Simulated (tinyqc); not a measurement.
Inside a calculation. Model: MOSFET in the linear regime without short-channel effects, parameter extraction from computed curves.

tinyqc, about 0.01 s, one thread, Intel Xeon 2.30GHz (shared host): `OMP_NUM_THREADS=1 python tinyqc.py 2210102 2210103 out.jsonl` Printed values are rounded.

Inversion charge Q = Cox n Vt W0(exp((Vg - VT)/(n Vt))), W0 the Lambert function and n = nf; u = Q/Cox; mobility mu = mu0/(1 + th1 u + th2 u^2); channel resistance Rch = (L - dL)/(W mu Q); Id = Vd/(Rch + Rsd/W). Cox = eps0 eox/tox. Small Vd, no channel-length or drain effects.

Values chosen for this exercise; channel values of the order met in silicon transistors: temperature T = 77 K; relative permittivity of the gate insulator (close to zirconium oxide) eox = 25.7; insulator thickness tox = 6 nm; low-field mobility mu0 = 260 cm^2/(V s); first mobility attenuation factor th1 = 0.26 1/V; second mobility attenuation factor th2 = 0 1/V^2; threshold voltage VT = 0.62 V; body factor nf = 1.47; gate width W = 1 um; drawn gate length L = 0.27 um; drawn less effective length dL = 0.009 um; source plus drain resistance Rsd = 110 ohm um; drain voltage Vd = 0.02 V.

Constants: q = 1.602176634e-19 C, kB = 1.380649e-23 J/K, Vt = kB T/q, eps0 = 8.8541878128e-14 F/cm where lengths are in cm. Results are converted to the units shown.

## Transfer curve

Vg, point 0 to 8 (V): 0.42  0.52  0.62  0.72  0.82  0.92  1.02  1.12  1.22

u, mu, Rch and Id as defined.

```
point        u (V)  mu (cm^2/(V s))   Rch (ohm)      Id (uA)
0      1.21393e-11              260  2.18044e13  9.17246e-10
1       3.44090e-7          260.000   7.69246e8   2.59995e-5
2       0.00553189          259.627     47916.7     0.416435
3        0.0795315          254.733     3396.93      5.70300
4         0.172007          248.870     1607.64      11.6439
5         0.267693          243.081     1057.60      17.1292
6         0.364678          237.483     794.637      22.1083
7         0.462363          232.098     641.291      26.6209
8         0.560485          226.930     541.070      30.7187
```

## Threshold and mobility at the peak transconductance

gm_i = (Id_(i+1) - Id_(i-1))/(Vg_(i+1) - Vg_(i-1)); at the point j of largest gm the tangent meets the axis at V_ext = Vg_j - Id_j/gm_j; field-effect mobility gm_j L/(W Cox Vd) with the drawn L.

gm, point 1 to 7 (uS): 2.08217  28.5149  56.1371  57.1309  52.3223  47.4584  43.0518
j = 4
V_ext = 0.616190 V
field-effect mobility = 203.364 cm^2/(V s)

V_ext is 3.8 mV below the model VT, and the mobility so found is 24 % below mu0 L/(L - dL) = 269 cm^2/(V s), the value for the drawn L; attenuation, series resistance and the slow approach of Q to a straight line all lower the peak gm.

## The Y function

Y_i = Id_i/sqrt(gm_i). For Id = beta Vd x/(1 + th x), x = Vg - VT, Y = sqrt(beta Vd) x whatever th. Slope s from points 4 and 7; VT_Y = Vg - Y/s at point 7; beta = s^2/Vd; mobility beta L/(W Cox) with the drawn L; th* = (beta Vd x/Id - 1)/x at point 7.

Y, point 1 to 7 (uA^0.5 V^0.5): 1.80180e-5  0.0779851  0.761164  1.54050  2.36806  3.20922  4.05720
s = 8.38900 uA^0.5 V^-0.5
VT_Y = 0.636367 V
beta = 3518.77 uA/V^2
mobility from Y = 250.509 cm^2/(V s)
th* = 0.575933 1/V

The mobility from Y is 6.9 % below mu0 L/(L - dL) = 269 cm^2/(V s), which it should reach in deep inversion when th2 = 0. th* compares with th1 + mu0 Cox Rsd/(L - dL) = 0.676 1/V, since series resistance enters like th1.
